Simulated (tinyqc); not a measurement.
Critical points: density of states of one tight-binding band on the simple cubic lattice.

E(k) = -2 t (c1 + c2 + c3) - 4 t2 (c1 c2 + c2 c3 + c3 c1) with ci = cos(2 pi ki); k in fractions of the reciprocal vectors, mesh k_i = j/N with j = 0 .. N-1. Densities are per cell and per spin, so the band holds one state.

Inputs chosen for the exercise: t = 1.74 eV (nearest hopping); t2 = 0 eV (second hopping).

The gradient vanishes at these points by symmetry; the signs of the eigenvalues of the second-derivative matrix give the type.

Critical points:
```
point                k    E (eV)  positive  negative     type
Gamma        (0, 0, 0)  -10.4400         3         0  minimum
X          (0.5, 0, 0)   -3.4800         2         1   saddle
M        (0.5, 0.5, 0)    3.4800         1         2   saddle
R      (0.5, 0.5, 0.5)   10.4400         0         3  maximum
```

What does the comparison show?

Gamma is a minimum at -10.440 eV: its contribution to g starts as a square root. X is a saddle at -3.480 eV: g has a square-root kink there. M is a saddle at 3.480 eV: g has a square-root kink there. R is a maximum at 10.440 eV: its contribution to g ends as a square root.

Program tinyqc; command `OMP_NUM_THREADS=1 python tinyqc.py 1680290 1680291 out.jsonl`; about 0.2 s on one thread of a shared Intel(R) Xeon(R) Processor @ 2.30GHz.
